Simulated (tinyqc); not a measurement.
Inside a calculation. Model: undoped symmetric double-gate MOSFET, analytic potential model.

Computed by the program tinyqc: `OMP_NUM_THREADS=1 python tinyqc.py 2440140 2440141 out.jsonl`, one thread of a shared Intel Xeon 2.30GHz, about 0.03 s for the whole run. Printed values are rounded.

An undoped body of thickness ts between two equal insulators and tied gates; long channel, electrons only, n = ni exp((psi - V)/Vt) with V the quasi-Fermi potential (0 at the source, Vd at the drain), constant mobility, no quantisation. Across the body psi(x) = V - 2 Vt ln[(ts/(2 beta)) sqrt(q ni/(2 eps0 eps_r Vt)) cos(2 beta x/ts)], x from the centre. Q is the electron charge per area of the whole body.

Values chosen for this exercise; material values close to those of silicon:
- T = 300 K (temperature)
- Eg = 1.12 eV (band gap)
- eps_r = 11.5 (relative permittivity of the semiconductor)
- Nc = 2.83e19 cm^-3 (conduction-band density of states at T)
- Nv = 2.61e19 cm^-3 (valence-band density of states at T)
- eox = 26 (relative permittivity of the gate insulator)
- tox = 12 nm (insulator thickness)
- ts = 5 nm (body thickness)
- dphi = -0.12 V (gate work function less that of the intrinsic body)
- mu = 130 cm^2/(V s) (channel mobility)
- L = 1 um (gate length)
- Vg = 0.52 V (gate voltage)
- Vd = 0.05 V (drain voltage)

Constants: q = 1.602176634e-19 C, kB = 1.380649e-23 J/K, Vt = kB T/q, eps0 = 8.8541878128e-14 F/cm where lengths are in cm. Results are converted to the units shown.

Range of the model: In a body this thin, quantum confinement raises the threshold; it is left out. The surface density at the source passes 0.3 Nc, where Boltzmann statistics fail.

## Constants of the body

ni = sqrt(Nc Nv) exp(-Eg/(2 Vt)), Eg in volts; r = eps_r tox/(eox ts); V0 = dphi + 2 Vt ln[(2/ts) sqrt(2 eps0 eps_r Vt/(q ni))].

ni = 1.063231e10 cm^-3
r = 1.061538
V0 = 0.3975319 V

## Iteration 1: beta at the source by Newton steps

beta at the start = 1

With V = 0: f = ln(beta) - ln(cos beta) + 2 r beta tan(beta) - (Vg - V0)/(2 Vt); f' = 1/beta + tan(beta) + 2 r [tan(beta) + beta/cos^2(beta)]; beta(new) = beta - f/f'.

f = 1.553483
f' = 13.13654
beta after iteration 1 = 0.8817434

## Iteration 2: beta at the source by Newton steps

As before.

f = 0.2309257
f' = 9.556252
beta after iteration 2 = 0.8575785

## Course of the iteration: beta at the source by Newton steps

Stop when beta changes by less than 1e-11, or after 40 iterations. beta must stay between 0 and pi/2.

Course of the iteration:
```
iteration       beta  |change|
1          0.8817434     0.118
2          0.8575785    0.0242
3          0.8568614   7.17e-4
4          0.8568608   5.91e-7
5          0.8568608  4.00e-13
```

Converged in 5 iterations. At the end the number of correct digits about doubles with each step.

## Charges and drain current

beta_s = 0.8568608
beta_d = 0.7350354

beta (between 0 and pi/2) solves (Vg - V0 - V)/(2 Vt) = ln(beta) - ln(cos beta) + 2 r beta tan(beta). Q = 8 eps0 eps_r Vt beta tan(beta)/ts; I = mu (1/L)(4 eps0 eps_r/ts)(2 Vt)^2 [g(beta_s) - g(beta_d)] per width, g = beta tan(beta) - beta^2/2 + r beta^2 tan^2(beta), with beta_s at V = 0 and beta_d at V = Vd.

Qs = 416.5384 nC/cm^2
Qd = 279.8660 nC/cm^2
g(beta_s) = 1.660194
g(beta_d) = 0.8630744
I = 2.256586 uA/um

The term r beta^2 tan^2(beta), which gives the square law, makes up 62.5 % of g at the source.

## Potential and electron density across the body at the source

x/ts, point 0 to 6: 0  0.1  0.2  0.3  0.4  0.45  0.5

psi(x) as above with V = 0 and beta = beta_s; n = ni exp(psi/Vt).

```
point    psi (V)    n (cm^-3)
0      0.5095446  3.860121e18
1      0.5103076  3.975743e18
2      0.5126430  4.351614e18
3      0.5167018  5.091390e18
4      0.5227830  6.441630e18
5      0.5267388  7.506728e18
6      0.5314364  9.002559e18
```

The density at the surface is 2.33 times that at the centre (1/cos^2 beta). It reaches 0.32 Nc, where Boltzmann statistics overestimate it.
